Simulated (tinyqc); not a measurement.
Input admittance of a MOSFET at zero drain bias: distributed channel and distributed gate: two steps of the calculation.

Source and drain grounded, strong inversion, w = 2 pi f, Cox = eps0 eox/tox. The channel is an RC line of resistance 1/(mu Cox Vo) per square fed from both ends, so one finger has the intrinsic admittance y = i w Cox L tanh(g)/g per width, g = (1/2) sqrt(i w tau), tau = L^2/(mu Vo). The vertical resistance rv/L is in series with y, the overlaps 2 i w Cov in parallel: y_t = 1/(1/y + rv/L) + 2 i w Cov. The gate strip is a line of Rsh/L per length loaded by y_t, so a finger has Y = y_t Wf tanh(k)/k, k = (Wf/sd) sqrt(y_t Rsh/L); the device has Nf Y.

Inputs (values chosen for the exercise); values of the order met in silicon radio-frequency transistors:
- eox = 7.53 (relative permittivity of the gate insulator (close to silicon nitride))
- tox = 6.6 nm (insulator thickness)
- L = 0.11 um (channel length)
- Wf = 6.9 um (finger width)
- Nf = 8 (number of fingers)
- mu = 430 cm^2/(V s) (channel mobility)
- Vo = 0.69 V (gate overdrive)
- Rsh = 34 ohm/square (sheet resistance of the gate)
- rv = 5.6 ohm um^2 (vertical resistivity of the gate stack)
- sd = 2 (number of ends at which a finger is contacted)
- Cov = 0.34 fF/um (overlap and fringe capacitance on each side)
- f = 2.8 GHz (frequency)

Constants: eps0 = 8.8541878128e-14 F/cm where lengths are in cm. Results are converted to the units shown.

Question 1. Admittance of the channel and stack per width. tau, g, c = Cox L, y and y_t as defined.

Give: tau; g; c; y; y_t.

Answer 1.

tau = 0.40782 ps
g = 0.029947+0.029947i
c = 1.1112 fF/um
y = 0.012+19.549i uS/um
y_t = 0.031+31.512i uS/um

w tau = 0.00717, and Im y is 1.00 of w c.

Question 2. Input impedance of the device. k and Y as defined; Z = 1/(Nf Y) = R + 1/(i w C); Q = |Im Z|/R; signal at the point farthest from a contact |1/cosh k|.

y_t = 0.031144+31.512395i uS/um

Wanted: k; Nf Y; R; C; Q; signal at the far point.

Answer 2.

k = 0.2409+0.2406i
Nf Y = 0.069+1.736i mS
R = 22.78 ohm
C = 98.84 fF
Q = 25.24
signal at the far point = 0.9988

Computed by the program tinyqc: `OMP_NUM_THREADS=1 python tinyqc.py 2262057 2262058 out.jsonl`, one thread of a shared Intel Xeon 2.30GHz, about 0.01 s for the whole run.
